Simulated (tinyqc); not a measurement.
# Nanowire ballistic transistor, top-of-the-barrier model, step by step

Computed by the program tinyqc: `OMP_NUM_THREADS=1 python tinyqc.py 2400107 2400108 out.jsonl`, one thread of a shared Intel Xeon 2.30GHz, about 0.09 s for the whole run. Printed values are rounded.

At the top of the source barrier, states moving towards the drain are filled by the source (Fermi level 0) and states moving back by the drain (Fermi level -q Vd); nothing scatters. U is the shift of the band edge there, set by the capacitances CG, CD and CS (the total) and by the charge. Parabolic one-dimensional subbands; the source is grounded.

Inputs (values chosen for the exercise); mass and valleys made up:
```
symbol,value,unit,meaning
T,350,K,temperature
m,0.0625,m0,effective mass
gv,4,,valley degeneracy
eox,3.9,,relative permittivity of the gate insulator
tox,2.3,nm,insulator thickness
d,2,nm,wire diameter
dE,0.05,eV,offset of a second subband (0: none)
aG,0.81,,gate control CG/CS
aD,0.107,,drain control CD/CS
E0,0.23,eV,band edge at the barrier top above the source Fermi level at zero bias
Vg,0.7,V,gate voltage
Vd,0.7,V,drain voltage
```

Constants: q = 1.602176634e-19 C, kB = 1.380649e-23 J/K, hbar = 1.054571817e-34 J s, h = 6.62607015e-34 J s, m0 = 9.1093837015e-31 kg, Vt = kB T/q, eps0 = 8.8541878128e-14 F/cm where lengths are in cm. Results are converted to the units shown.

## Density of states, capacitances and charge at zero bias

N0 = gv sqrt(2 m kB T/pi)/hbar, CG = 2 pi eps0 eox/ln(1 + 2 tox/d), CS = CG/aG, n0 = n at U = 0 and Vd = 0. eta1 = -(E0 + U)/Vt, eta2 = eta1 - Vd/Vt, n = (N0/2)[F_(-1/2)(eta1) + F_(-1/2)(eta2)], F_(-1/2)(x) = (1/sqrt(pi)) int_0^infinity u^(-1/2)/(1 + exp(u - x)) du. Each F is summed over the two subbands, F(eta) + F(eta - dE/Vt), which share the mass. UL = -(aG Vg + aD Vd).

N0 = 5.01977e6 cm^-1
CG = 1.81726 pF/cm
CS = 2.24353 pF/cm
n0 = 2913.74 cm^-1
UL = -0.6419 eV

## Iteration 1: self-consistent potential at the barrier top

U at the start (U = UL) = -0.6419 eV

eta1 = -(E0 + U)/Vt, eta2 = eta1 - Vd/Vt, n = (N0/2)[F_(-1/2)(eta1) + F_(-1/2)(eta2)], F_(-1/2)(x) = (1/sqrt(pi)) int_0^infinity u^(-1/2)/(1 + exp(u - x)) du. Each F is summed over the two subbands, F(eta) + F(eta - dE/Vt), which share the mass. U(out) = UL + q (n - n0)/CS. U(new) = U + 0.2 (U(out) - U).

eta1 = 13.6569
eta2 = -9.55218
n = 2.02239e7 cm^-1
U(out) = 0.802148 eV
U after iteration 1 = -0.353090 eV

## Iteration 2: self-consistent potential at the barrier top

As before.

eta1 = 4.08115
eta2 = -19.1279
n = 9.65547e6 cm^-1
U(out) = 0.0474196 eV
U after iteration 2 = -0.272988 eV

## Course of the iteration: self-consistent potential at the barrier top

Stop when U changes by less than 1e-9 eV, or after 90 iterations.

Course of the iteration:
```
iteration     U (eV)  |change| (eV)
1          -0.353090          0.289
2          -0.272988         0.0801
3          -0.284570         0.0116
4          -0.282682        1.89e-3
5          -0.283018        3.36e-4
6          -0.282959        5.92e-5
7          -0.282969        1.04e-5
8          -0.282967        1.84e-6
9          -0.282968        3.25e-7
10         -0.282968        5.73e-8
11         -0.282968        1.01e-8
12         -0.282968        1.78e-9
13         -0.282968       3.14e-10
```

Converged in 13 iterations. At the end each change is about 0.18 times the one before, with alternating sign: linear convergence.

## Current, mean velocity and share of the gate voltage

converged U = -0.282968 eV

N0 = gv sqrt(2 m kB T/pi)/hbar, CG = 2 pi eps0 eox/ln(1 + 2 tox/d), CS = CG/aG, n0 = n at U = 0 and Vd = 0. eta1 = -(E0 + U)/Vt, eta2 = eta1 - Vd/Vt, n = (N0/2)[F_(-1/2)(eta1) + F_(-1/2)(eta2)], F_(-1/2)(x) = (1/sqrt(pi)) int_0^infinity u^(-1/2)/(1 + exp(u - x)) du. Each F is summed over the two subbands, F(eta) + F(eta - dE/Vt), which share the mass. I = gv (2 q^2/h) Vt [ln(1 + exp eta1) - ln(1 + exp eta2)], summed over both subbands. Mean velocity I/(q n). CQ = (q/Vt) dn/d(eta1); the band edge follows the gate as -dU/dVg = aG/(1 + CQ/CS).

eta1 = 1.75618
n = 5.02905e6 cm^-1
I = 24.8554 uA
mean velocity = 3.08479e7 cm/s
CQ = 10.9526 pF/cm
-dU/dVg = 0.137712 eV/V

The carriers from the source are near degeneracy (eta1 = 1.76), and the mean velocity is 1.33 times vT = sqrt(2 kB T/(pi m)) = 2.32e7 cm/s.
